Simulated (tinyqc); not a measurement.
Band bending at a free surface with one surface level, surface photovoltage and Kelvin probe: two steps of the calculation.

n-type bulk, xi = Ec - EF = Vt ln(Nc/Nd), p0 = ni^2/Nd, ni = sqrt(Nc Nv) exp(-Eg/(2 Vt)), Eg in volts. b is the upward band bending, u = b/Vt. Space charge per area, in units of q: Qc = sign(b) sqrt((2 eps0 eps_r Vt/q) [(Nd + dn)(exp(-u) - 1) + Nd u + (p0 + dn)(exp(u) - 1)]), with dn the excess density under light (flat quasi-Fermi levels; 0 in the dark). The level holds -Ns f, f = 1/(1 + exp((xi + b - Es)/Vt)). Neutrality: Qc + Qf + (charge of the states) = 0.

Inputs (values chosen for the exercise); band and dielectric values close to those of indium phosphide: temperature T = 300 K; band gap Eg = 1.33 eV; relative permittivity eps_r = 12.4; conduction-band density of states at T Nc = 5.73e17 cm^-3; valence-band density of states at T Nv = 1.12e19 cm^-3; electron affinity chi = 4.45 eV; donor density Nd = 7.8e15 cm^-3; fixed positive charge at the surface Qf = 0 cm^-2; work function of the probe tip pt = 4.85 eV; density of an acceptor-like surface level Ns = 4.8e11 cm^-2; its depth below the conduction edge Es = 0.49 eV.

Constants: q = 1.602176634e-19 C, kB = 1.380649e-23 J/K, Vt = kB T/q, eps0 = 8.8541878128e-14 F/cm where lengths are in cm. Results are converted to the units shown.

Question 1. Charges against band bending. Evaluate Qc, the surface charge Qf - Ns f and their sum in the dark; the root lies where the sum changes sign.

b, point 0 to 6 (V): [0.116, 0.194, 0.272, 0.349, 0.427, 0.505, 0.582]

Give: Qc; surface charge; sum.

Answer 1.

Qc, point 0 to 6 (cm^-2): [9.8326e10, 1.3408e11, 1.6222e11, 1.8586e11, 2.0708e11, 2.2632e11, 2.4383e11]
surface charge, point 0 to 6 (cm^-2): [-4.7998e11, -4.7962e11, -4.7245e11, -3.6521e11, -6.4668e10, -3.6299e9, -1.8599e8]
sum, point 0 to 6 (cm^-2): [-3.8166e11, -3.4555e11, -3.1023e11, -1.7935e11, 1.4242e11, 2.2269e11, 2.4364e11]

The sum rises steadily with b, so there is one root; bisection gives b = 0.38832 V.

Question 2. Work function and Kelvin-probe reading. Work function chi + xi + b; contact potential difference CPD = (work function of the sample) - pt. Depth of EF below Ec at the surface: xi + b. Depletion width Qc/Nd.

converged b = 0.38831910 V

Give: xi + b; Qc; Qc/Nd; work function; CPD.

Answer 2.

xi + b = 0.4994 eV
Qc = 1.968e11 cm^-2
Qc/Nd = 252.4 nm
work function = 4.949 eV
CPD = 99.40 mV

The level is 41.0 % filled: the Fermi level is pinned at it.

tinyqc, about 0.01 s, one thread, Intel Xeon 2.30GHz (shared host): `OMP_NUM_THREADS=1 python tinyqc.py 2430164 2430165 out.jsonl`
